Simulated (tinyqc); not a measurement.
# Doping from the body effect

Question. The threshold of a long MOSFET, counted against the source, shifts by gamma (sqrt(2 phiF + Vsb) - sqrt(2 phiF)) with gamma = sqrt(2 eps0 eps_r q N)/Cox. Find 2 phiF, gamma and N from two shifts.

Inputs (values chosen for the exercise): relative permittivity eps_r = 14.2.

Constants: q = 1.602176634e-19 C, eps0 = 8.8541878128e-14 F/cm where lengths are in cm. Results are converted to the units shown.

|VT - VT(0)| at source-body biases 0.7 and 3.4 V (V): [0.31156694, 1.0430739]
Cox = 0.23020888 uF/cm^2

Solution. The ratio of the shifts depends on 2 phiF alone and rises steadily with it, so it fixes 2 phiF; either shift then gives gamma, and gamma gives N.

2 phiF = 0.5950 V
gamma = 0.8498 V^0.5
N = 9.500e16 cm^-3

Numbers from tinyqc (`OMP_NUM_THREADS=1 python tinyqc.py 2060034 2060035 out.jsonl`; about 0.01 s on one thread of a shared Intel Xeon 2.30GHz).
